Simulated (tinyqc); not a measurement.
# Threshold-voltage variability of a planar MOSFET, analytic estimates, step by step

Computed by the program tinyqc: `OMP_NUM_THREADS=1 python tinyqc.py 2090012 2090013 out.jsonl`, one thread of a shared Intel Xeon 2.30GHz, about 0.01 s for the whole run. Printed values are rounded.

Three independent sources add in quadrature: random dopants in the depleted layer, metal-gate grains of two orientations, and roughness of the two gate edges acting through the roll-off VT = VT(long) - Vr exp(-L/l). These are first-order estimates: no three-dimensional electrostatics, no percolation.

Inputs (values chosen for the exercise); material values close to those of silicon:
```
symbol,value,unit,meaning
T,250,K,temperature
Eg,1.11,eV,band gap
eps_r,11.5,,relative permittivity of the semiconductor
Nc,2.11e19,cm^-3,conduction-band density of states at T
Nv,2.02e19,cm^-3,valence-band density of states at T
Na,5.1e17,cm^-3,channel doping
ti,1.2,nm,oxide-equivalent thickness in inversion
L,20,nm,gate length
W,87,nm,gate width
G,5,nm,metal grain size
dW,0.2,eV,work-function difference of the two grain orientations
p,0.6,,share of the orientation of higher work function
De,1.8,nm,rms roughness of one gate edge
La,10,nm,correlation length of the roughness
l,4.2,nm,decay length of the threshold roll-off
Vr,1.6,V,prefactor of the roll-off
n,1.14,,subthreshold factor
gI,25,1/V,gm/I of a matched pair
sb,0.5,%,spread of the gain factor of one device
Nb,33554432,,number of cells
Y,0.959,,wanted yield
```

Constants: q = 1.602176634e-19 C, kB = 1.380649e-23 J/K, Vt = kB T/q, eps0 = 8.8541878128e-14 F/cm where lengths are in cm. Results are converted to the units shown.

Range of the model: The depletion depth exceeds L, so source and drain share much of the charge and the dopant estimate is rough. gI s exceeds 0.2, so the linear formula for the current mismatch is only a rough guide.

## Random dopants

ni = sqrt(Nc Nv) exp(-Eg/(2 Vt)), Eg in volts; Cox = 3.9 eps0/ti; Wd = sqrt(4 eps0 eps_r Vt ln(Na/ni)/(q Na)); dopants: s1 = (q/Cox) sqrt(Na Wd/(3 L W)). The slope A1 = s1 sqrt(L W); mean number of dopants Na L W Wd.

Cox = 2.87761 uF/cm^2
Wd = 48.6725 nm
mean number of dopants = 43.1920
A1 = 0.506460 mV um
s1 = 12.1414 mV

Counting alone, 1/sqrt(N) of the depletion voltage q Na Wd/Cox = 138 mV, would give sqrt(3) times more: dopants deep in the layer act less on the surface.

## Metal grains and edge roughness

Grains: Ng = L W/G^2 (at least 1), s2 = dW sqrt(p (1 - p)/Ng). Edges, with exponential correlation and u = W/La: the mean gate length has sL^2 = 2 De^2 (2/u)[1 - (1 - exp(-u))/u]; s3 = sL (Vr/l) exp(-L/l).

Ng = 69.6
s2 = 11.7444 mV
sL = 1.14824 nm
dVT/dL = 3.25688 mV/nm
s3 = 3.73969 mV

## Total spread, mismatch and leakage

s = sqrt(s1^2 + s2^2 + s3^2). For a pair: s(dVT) = sqrt(2) s; current mismatch sqrt(2) sqrt((gI s)^2 + sb^2); input offset = current mismatch/gI. For a Gaussian VT the off current is log-normal with mean/median = exp(s^2/(2 (n Vt)^2)).

s = 17.3012 mV
s(dVT) = 24.4676 mV
current mismatch = 61.1730 %
input offset = 24.4692 mV
mean/median of Ioff = 1.28163

The dopants give 49.2 % of the variance; without them s would be 12.3 mV. A current mismatch this large is beyond the linear estimate.

## Iteration 1: margin in standard deviations for the wanted yield

k at the start = 3

Cells fail independently with probability Q(k) = erfc(k/sqrt(2))/2 when the margin is k standard deviations, and Y = exp(-Nb Q(k)). phi = exp(-k^2/2)/sqrt(2 pi). Newton steps on ln Q(k) = ln(-ln(Y)/Nb): k(new) = k + [ln Q - ln(-ln(Y)/Nb)] Q/phi.

Q(k) = 0.00134990
phi = 0.00443185
k after iteration 1 = 7.23206

## Iteration 2: margin in standard deviations for the wanted yield

As before.

Q(k) = 2.37857e-13
phi = 1.75194e-12
k after iteration 2 = 6.06919

## Course of the iteration: margin in standard deviations for the wanted yield

Stop when k changes by less than 1e-9, or after 30 iterations.

Course of the iteration:
```
iteration,k,|change|
1,7.23206,4.23
2,6.06919,1.16
3,5.96267,0.107
4,5.96176,9.05e-4
5,5.96176,6.52e-8
6,5.96176,< 1e-12
```

Converged in 6 iterations. At the end the number of correct digits about doubles with each step. With s(dVT) = 24.5 mV, 5.96 standard deviations are 146 mV.
